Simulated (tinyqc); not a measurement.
Five-frequency model of solute diffusion by vacancies in an fcc metal. Changing the barrier E2 (exchange). Computed by tinyqc, a small Python program. Command: `OMP_NUM_THREADS=1 python tinyqc.py 3022244 3022245 out.jsonl fivefreq sweep`. One thread of a shared host (Intel(R) Xeon(R) Processor @ 2.30GHz), about 0.01 s of CPU time with the checks.

A vacancy next to the solute exchanges with it (w2), jumps to one of 4 sites that also neighbour the solute (w1) or to one of 7 that do not (w3); w4 is the reverse of w3 and w0 the host jump.

Inputs (values chosen for the exercise, for a model solute in a host close to silver):
```
quantity                                      value      unit
barrier E0 (host jump)                        0.692        eV
barrier E1 (vacancy circles the solute)       0.812        eV
barrier E3 (dissociation)                     0.881        eV
binding energy E_b (positive for attraction)   0.24        eV
vacancy formation energy E_f                   1.12        eV
formation entropy S_f                           2.7       k_B
attempt frequency nu                              8       THz
lattice constant a                             4.09  angstrom
temperature T                                   751         K
```

Constants: k_B = 8.617333262e-05 eV/K.

Method:
- w_i = nu exp(-E_i/(k_B T)); detailed balance gives E4 = E3 - E_b.
- Manning: with y = w4/w0, 7F = 7 - (10 y^4 + 180.5 y^3 + 927 y^2 + 1341 y)/(2 y^4 + 40.2 y^3 + 254 y^2 + 597 y + 436); f2 = (2 w1 + 7F w3)/(2 w2 + 2 w1 + 7F w3).
- The mean cosine between successive solute jumps follows from f2 = (1 + c)/(1 - c).
- c_v = exp(S_f - E_f/(k_B T)); host D0 = a^2 c_v w0 x 0.7815; solute D2 = a^2 c_v exp(E_b/(k_B T)) w2 f2; 1 angstrom^2 = 1e-16 cm^2.

One run for each value:
```
barrier E2 (exchange) (eV)  correlation factor f2  ratio D2/D0  solute diffusivity D2 (cm^2/s)
0.29                                    5.421e-04        14.11                       1.519e-12
0.38                                    2.174e-03        14.08                       1.517e-12
0.47                                    8.678e-03        13.99                       1.507e-12
0.55                                    2.925e-02        13.70                       1.475e-12
0.64                                    1.080e-01        12.59                       1.356e-12
0.73                                    3.272e-01         9.50                       1.023e-12
0.82                                    6.615e-01         4.78                       5.145e-13
0.90                                    8.706e-01         1.83                       1.967e-13
0.99                                    9.643e-01         0.50                       5.423e-14
```

Over the rows, correlation factor f2 rises from 5.42e-4 to 0.964 (exponent d ln y / d ln x 5.1 between the first rows and 1.1 between the last); ratio D2/D0 falls from 14.1 to 0.504 (exponent d ln y / d ln x -0.0060 between the first rows and -14 between the last); solute diffusivity D2 (cm^2/s) falls from 1.52e-12 to 5.42e-14 (exponent d ln y / d ln x -0.0060 between the first rows and -14 between the last). At the low end the exponent of solute diffusivity D2 is -0.01, close to 0: w2 f2 no longer depends on w2 when exchange is fast. Lowering E2 helps only until exchange outruns the other jumps: over the first step D2 changes by a factor 1.00, over the last by 3.63.
